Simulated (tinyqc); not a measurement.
## A barrier in a uniform field, exact transmission by Airy functions: staircase approximation against the exact result

The left lead has its band edge at 0, the barrier edge falls as U(x) = U0 - F x with F = V/d for 0 < x < d, and the right lead has its edge at -V. No transverse momentum; C = hbar^2/(2 m0); psi and psi'/m are continuous. M carries (psi, psi'/m) across the barrier.

For the pair (psi, psi'/m) a flat layer has M = [[cos kd, (m/k) sin kd], [-(k/m) sin kd, cos kd]] with k = sqrt(m (E - U)/C) above its edge U, and M = [[cosh Kd, (m/K) sinh Kd], [(K/m) sinh Kd, cosh Kd]] with K = sqrt(m (U - E)/C) below it. The sloping barrier is cut into n slices of width d/n, each flat at U(x) of its centre, later slices to the left in the product. With M acting on (psi, psi'/m) and v = k/m in each lead, T(E) = 4 vL vR/[(vL vR M12 - M21)^2 + (vR M11 + vL M22)^2]. The error is against the Airy result: Energy scale e = (C F^2/m1)^(1/3), z(x) = (U(x) - E)/e, s = (dz/dx)/m1 = -F/(e m1); v = k/m in a lead. With a = Ai, a' = Ai', b = Bi, b' = Bi' at z1 (left edge) and z2 (right edge): M11 = pi (a2 b1' - b2 a1'), M12 = (pi/s)(b2 a1 - a2 b1), M21 = pi s (a2' b1' - b2' a1'), M22 = pi (b2' a1 - a2' b1).

Inputs (values chosen for the exercise); U0 - E and the mass are of the order of those of hafnium oxide on silicon: mass in the left lead mL = 0.72 m0; barrier edge at x = 0 U0 = 2.28 eV; mass in the barrier m1 = 0.2 m0; electron energy E = 0.82 eV; barrier width d = 3.1 nm; voltage across the barrier V = 3.4 V; mass in the right lead mR = 0.72 m0.

Constants: q = 1.602176634e-19 C, hbar = 1.054571817e-34 J s, m0 = 9.1093837015e-31 kg, hbar^2/(2 m0) = 0.0380998212 eV nm^2. Results are converted to the units shown.

Staircase approximation against the exact result:
```
n        T(E)  error (%)
1     0.85120       5990
2    0.012745      -8.80
4    0.015289       9.41
8    0.014488       3.68
16   0.014106      0.939
32   0.014007      0.236
64   0.013983     0.0590
128  0.013976     0.0148
```

The exact value is 0.013974. One slice is off by 6000 % and 128 slices by 0.015 %; the last doubling cuts the error by a factor of 4.0, as expected of a second-order rule. The error does not fall steadily over the first rows, which lie before the asymptotic range. The error stays below 1 % from n = 16 on.

Range of the model: Masses are held fixed, although real bands cease to be parabolic a few tenths of an eV from their edges.

Numbers from tinyqc (`OMP_NUM_THREADS=1 python tinyqc.py 2580045 2580046 out.jsonl`; about 0.01 s on one thread of a shared Intel Xeon 2.30GHz).
